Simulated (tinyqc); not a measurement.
Ways to converge the cycle: SCF convergence aids in the 3-21g basis, for HeH+, spin multiplicity 1. Computed by the program tinyqc with PySCF. RHF with one setting changed at a time; a run stops when the energy changes by less than 1e-09 hartree and the error matrix is below 1e-5. The start is the core Hamiltonian. Damping d keeps d of the old density; a shift (hartree) raises the virtual levels; DIIS n extrapolates F over n matrices.

Geometry (angstrom):

| atom | x | y | z |
|---|---|---|---|
| He | 0.0000 | 0.0000 | 0.0000 |
| H | 0.0000 | 0.0000 | 1.0870 |

lowest restricted solution found by these runs and by PySCF = -2.870826 hartree

Largest element of the error matrix X^T (FDS - SDF) X:

| iteration | plain | damping 0.3 | damping 0.6 | shift 0.4 | DIIS 3 | DIIS 8 |
|---|---|---|---|---|---|---|
| 1 | 6.9e-01 | 6.9e-01 | 6.9e-01 | 6.9e-01 | 6.9e-01 | 6.9e-01 |
| 2 | 2.7e-02 | 2.3e-01 | 4.3e-01 | 1.1e-01 | 2.7e-02 | 2.7e-02 |
| 3 | 4.8e-03 | 7.2e-02 | 2.6e-01 | 2.3e-02 | 4.2e-03 | 4.2e-03 |
| 4 | 1.2e-03 | 2.2e-02 | 1.6e-01 | 1.0e-02 | 1.3e-04 | 1.3e-04 |
| 5 | 2.9e-04 | 6.6e-03 | 9.8e-02 | 4.8e-03 | 1.7e-06 | 1.6e-06 |
| 6 | 7.2e-05 | 1.8e-03 | 6.0e-02 | 2.1e-03 | 2.6e-07 | 8.9e-08 |
| 8 | 4.3e-06 | 3.8e-04 | 2.2e-02 | 4.2e-04 | - | - |
| 10 | - | 8.5e-05 | 7.9e-03 | 8.2e-05 | - | - |
| 14 | - | 4.2e-06 | 9.5e-04 | - | - | - |
| 20 | - | - | 7.5e-05 | - | - | - |
| 30 | - | - | 2.1e-06 | - | - | - |

How each run ends:

| run | iterations | E (hartree) | state |
|---|---|---|---|
| plain | 8 | -2.87083 | lowest found |
| damping 0.3 | 18 | -2.87083 | lowest found |
| damping 0.6 | 37 | -2.87083 | lowest found |
| shift 0.4 | 13 | -2.87083 | lowest found |
| DIIS 3 | 6 | -2.87083 | lowest found |
| DIIS 8 | 6 | -2.87083 | lowest found |

What does the comparison show, and why?

6 of 6 runs reach the lowest restricted solution found, in 6 to 37 iterations (fastest: DIIS 3, DIIS 8). Plain steps already contract here, so damping only slows them. DIIS 3 and DIIS 8 gain by cancelling the error over several earlier matrices, much as a quasi-Newton step does.
